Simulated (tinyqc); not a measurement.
One-dimensional ballistic tunnel FET, two-band WKB: effect of the source degeneracy.

A p-type source for x < 0 with its Fermi level at 0 and its valence edge at ds; in the channel the bands fall as D exp(-x/lam) towards their flat values, with the conduction edge at Ec = ds - dP and D = dP + Eg. The gate moves dP one to one. The drain Fermi level lies at -Vd and the drain side reflects nothing. For w = E - Ec between 0 and dP an electron crosses the gap. Two-band dispersion with equal masses m: inside the gap kappa = sqrt(m u (1 - u/Eg)/C), u the distance from a band edge, C = hbar^2/(2 m0).

S(w) = 2 lam int_0^Eg kappa(u) du/(w + Eg - u) = 2 pi lam sqrt(m/(C Eg)) [w + Eg/2 - sqrt(w (w + Eg))], T(w) = exp(-S). I = g (2 q^2/h) int_0^dP T(w) [f(E) - f(E + Vd)] dw, E = ds - dP + w, f(x) = 1/(1 + exp(x/Vt)). Swing = d(dP)/d(log10 I).

Parameters, values chosen for the exercise; band and dielectric values close to those of gallium arsenide:
- T = 200 K (temperature)
- Eg = 1.44 eV (band gap)
- m = 0.068 m0 (band-edge mass of the two-band model)
- lam = 3.9 nm (screening length of the source junction)
- Vd = 0.3 V (drain bias)
- g = 1 (number of degenerate subbands (spin apart))
- dP = 0.47 eV (tunnelling window Ev(source) - Ec(channel))

Constants: q = 1.602176634e-19 C, kB = 1.380649e-23 J/K, hbar = 1.054571817e-34 J s, h = 6.62607015e-34 J s, m0 = 9.1093837015e-31 kg, Vt = kB T/q, hbar^2/(2 m0) = 0.0380998212 eV nm^2. Results are converted to the units shown.

Effect of the source degeneracy:
```
ds (eV)	I (uA)	swing (mV/decade)
-0.05	0.01069	261.2
0	0.01001	250.8
0.05	0.007034	228.7
0.1	0.004178	201.6
0.15	0.002269	175.4
0.2	0.001117	150.5
0.25	4.855e-4	126.6
0.3	1.779e-4	103.7
```

I falls from 0.0107 to 1.78e-4 uA, and the swing falls from 261 to 104 mV/decade. The screening length is held fixed, though doping would change it.

tinyqc, about 0.01 s, one thread, Intel Xeon 2.30GHz (shared host): `OMP_NUM_THREADS=1 python tinyqc.py 2620073 2620074 out.jsonl`
